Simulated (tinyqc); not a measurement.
# True capacitance, leakage and series resistance from two frequencies

Problem. A capacitance C in parallel with G and in series with Rs is measured as Cp and D = Gp/(w Cp) at two frequencies. The series reading Cs = Cp (1 + D^2) equals C + G^2/(w^2 C), and Re Z = D/(w Cp (1 + D^2)) = Rs + G/(G^2 + w^2 C^2). Find C, G and Rs.

f (Hz): 50000  1.5e5
Cp (pF): 8.17254851  8.17254706
D: 0.225178132  0.0754565077

Answer. w^2 Cs = w^2 C + G^2/C is a straight line in w^2 with slope C; the intercept gives G, and the real part then gives Rs.

C = 8.173 pF
G = 0.5778 uS
Rs = 58.00 ohm

tinyqc, about 0.01 s, one thread, Intel Xeon 2.30GHz (shared host): `OMP_NUM_THREADS=1 python tinyqc.py 2022162 2022163 out.jsonl`
